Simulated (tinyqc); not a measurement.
Cluster expansion of a binary alloy: correlations, fit, cross-validation and ground states: one step, computed by the program tinyqc.

s = +1 for A and -1 for B. Energy per site E = J0 + J1 P(point) + sum over clusters of m V P, with P the mean product of spins; V > 0 on a pair favours unlike neighbours. Clusters per site m: pair 1 6, pair 2 3, pair 3 12, triplet 8; the triplet is the triangle of first neighbours. Formation energies are counted from the line between pure A and pure B, which removes J0 and J1.

Question. The random alloy and its short-range order. Random alloy: P(pair) = p^2, P(triplet) = p^3, p = 1 - 2x, so H_mix = (p^2 - 1) sum m V(pairs) + (p^3 - p) m Vt; G_mix = H_mix + k_B T [x ln x + (1 - x) ln(1 - x)]. To first order in 1/T the Warren-Cowley parameter of shell 1 is alpha_1 = -(1 - p^2) V_eff/(k_B T), V_eff = V1 + (number of triplets on a first-neighbour bond) p Vt, that number being 4.

Inputs (values chosen for the exercise, for a model alloy): first-pair interaction V1 = -34.3 meV; second-pair interaction V2 = -7.4 meV; third-pair interaction V3 = -3.9 meV; triplet interaction Vt = 4 meV; temperature T = 2100 K; fraction x of B = 0.69.

Lattice: fcc.

Constants: k_B = 8.617333262e-05 eV/K.

Give: mixing enthalpy H_mix; mixing free energy G_mix; alpha_1.

Answer.

mixing enthalpy H_mix = 245.5 meV/site

mixing free energy G_mix = 133.5 meV/site

alpha_1 = 0.1909

alpha_1 > 0: like neighbours cluster. Caution: G_mix lies above the hull of the ordered structures at this x, so the random alloy is not the equilibrium state at T. Caution: so large an alpha_1 is beyond the first-order expansion.
